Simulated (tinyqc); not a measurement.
Worked calculation: switching kinetics of a ferroelectric film and the memory window of a ferroelectric gate stack. Computed by tinyqc, a small Python program that keeps every step. Command: `OMP_NUM_THREADS=1 python tinyqc.py 3021552 3021553 out.jsonl feswitch walk`. One thread of a shared host (Intel(R) Xeon(R) Processor @ 2.30GHz), about 0.03 s of CPU time with the checks. Intermediate numbers are printed to about 7 digits and carried at full precision; extremes and crossings named in words are read from the listed rows.

Fields in MV/cm; 1 microcoulomb/cm^2 over eps_0 is 11.29409 MV/cm. In the stack (metal, ferroelectric, interlayer, channel) the channel is taken as a conductor.

Inputs (values chosen for the exercise, for a model film):

| quantity | value | unit |
|---|---|---|
| saturation polarisation P_s | 17 | microcoulomb/cm^2 |
| ratio P_r/P_s | 0.82 | - |
| coercive field E_c | 0.65 | MV/cm |
| permittivity of the ferroelectric eps_F | 43 | - |
| thickness t_F | 23 | nm |
| permittivity of the interlayer eps_I | 3.9 | - |
| interlayer thickness t_I | 1.5 | nm |
| share s of P screened by trapped charge | 0.85 | - |
| pulse height V | 6.1 | V |
| time constant t_inf | 1.3e-10 | s |
| activation field E_a | 3.6 | MV/cm |
| Merz exponent alpha | 1 | - |
| dimension n | 3 | - |
| half width w of log10 t | 0.95 | - |
| pulse length t_p | 0.00018 | s |
| breakdown field of the interlayer | 16 | MV/cm |

Kinetics: nucleation-limited (NLS).

## The hysteresis loop

Saturated branches: P(E) = P_s tanh[(E -/+ E_c)/(2 delta)], delta = E_c/ln[(1 + P_r/P_s)/(1 - P_r/P_s)]; D = P + eps_0 eps_F E.

delta = 0.2809432 MV/cm

P on both branches (microcoulomb/cm^2) at E/E_c = -3, -2, -1, -0.5, 0, 0.5, 1, 1.5, 2, 3:

| E (MV/cm) | rising branch | falling branch |
|---|---|---|
| -1.950 | -16.99675 | -16.67065 |
| -1.300 | -16.96714 | -13.94000 |
| -0.650 | -16.67065 | 0.00000 |
| -0.325 | -15.97440 | 8.86563 |
| 0.000 | -13.94000 | 13.94000 |
| 0.325 | -8.86563 | 15.97440 |
| 0.650 | 0.00000 | 16.67065 |
| 0.975 | 8.86563 | 16.89573 |
| 1.300 | 13.94000 | 16.96714 |
| 1.950 | 16.67065 | 16.99675 |

peak differential permittivity eps_F + P_s/(2 delta eps_0) = 384.7053

## Memory window

At threshold the channel charge is negligible, so D = 0 on each branch: (1 - s) P(E) + eps_0 eps_F E = 0, with the screened share s. The rising branch has the root E0 between 0 and E_c; window = 2 E0 t_F; its upper bound is 2 E_c t_F.

field E0 = 0.3379317 MV/cm

memory window = 1.554486 V

bound 2 E_c t_F = 2.99 V

fixed-charge estimate 2 (1 - s) P_r t_F/(eps_0 eps_F) = 2.526357 V

Charge and coercive field both limit the window.

## Fields in the stack

Series stack: V = E_F t_F + E_I t_I and eps_I E_I = eps_F E_F + (1 - s) P/eps_0. Before switching P = -P_r, after it P = +P_s; in retention V = 0 and P = +P_r.

E_F before switching = 1.772529 MV/cm

E_F after switching = 1.262647 MV/cm

E_I after switching = 21.30609 MV/cm

depolarising field in retention = 0.2297271 MV/cm

depolarising field over E_c = 0.3534263

The interlayer field exceeds its breakdown field. Caution: the interlayer field exceeds its breakdown field, so charge injection would change the fields.

## Switched share after the pulse

Merz's law: t1 = t_inf exp[(E_a/E)^alpha] at the mean of the fields before and after switching. NLS: switched share = integral of [1 - exp(-(t/tau)^n)] F(z) dz over z = log10 tau, with the Lorentzian F = (1/pi) w/[(z - log10 t1)^2 + w^2].

mean field = 1.517588 MV/cm

switching time t1 = 1.393704e-09 s

switched share = 0.9423564

t_p is 130000 t1. A field higher by 10 % would shorten t1 by a factor 1.2. The step approximation 1/2 + arctan[log10(t_p/t1)/w]/pi gives 0.942.

## KAI against NLS in time

KAI: 1 - exp[-(t/t1)^n]. NLS: the same kernel averaged over the Lorentzian F = (1/pi) w/[(z - log10 t1)^2 + w^2] in z = log10 tau.

Switched share:

| log10(t/t1) | KAI | NLS |
|---|---|---|
| -3.0 | 0.000000 | 0.1006080 |
| -2.0 | 0.000001 | 0.1475495 |
| -1.0 | 0.001000 | 0.2590004 |
| -0.5 | 0.031128 | 0.3716251 |
| -0.2 | 0.222124 | 0.4617862 |
| 0.0 | 0.632121 | 0.5263523 |
| 0.2 | 0.981334 | 0.5891695 |
| 0.5 | 1.000000 | 0.6716117 |
| 1.0 | 1.000000 | 0.7684346 |
| 2.0 | 1.000000 | 0.8630862 |
| 3.0 | 1.000000 | 0.9045882 |

KAI goes from 10 to 90 % within 0.45 decades of time; a Lorentzian of this width needs about 2 w tan(0.4 pi) = 5.8 decades. Three decades after t1, 9.5 % of the NLS film has not switched, and three decades before it 10.1 % already has: the tails set write margins and disturb errors.

## Interlayer thickness

Series stack: V = E_F t_F + E_I t_I and eps_I E_I = eps_F E_F + (1 - s) P/eps_0. E_I is for P = +P_s at the pulse height, the depolarising field for P = +P_r at V = 0; V needed puts E_F = 1.5 E_c after switching.

Stack against t_I:

| t_I (nm) | E_F after (MV/cm) | E_I (MV/cm) | depolarising field / E_c | V needed (V) |
|---|---|---|---|---|
| 0.3 | 2.234503 | 32.02143 | 0.1062346 | 2.786538 |
| 0.5 | 2.009892 | 29.54495 | 0.1633643 | 3.149230 |
| 0.8 | 1.731346 | 26.47380 | 0.2342125 | 3.693268 |
| 1.2 | 1.439066 | 23.25123 | 0.3085539 | 4.418652 |
| 1.6 | 1.210222 | 20.72807 | 0.3667606 | 5.144036 |
| 2.0 | 1.026182 | 18.69891 | 0.4135711 | 5.869420 |
| 3.0 | 0.692731 | 15.02240 | 0.4983844 | 7.682879 |

Each nanometre of interlayer costs 1.81 V, against 0.10 V for a nanometre of ferroelectric. The depolarising field grows from 0.11 to 0.50 E_c. At E_F = 1.5 E_c the interlayer carries (1.5 eps_F E_c + (1 - s) P_s/eps_0)/eps_I = 18.1 MV/cm whatever its thickness, above its breakdown field of 16 MV/cm, so the voltages in the last column could not be applied without breakdown. Caution: rows with E_I above the breakdown field of the interlayer cannot be reached without charge injection.

Checks made by the program: the remanence (relative difference below 1e-10).
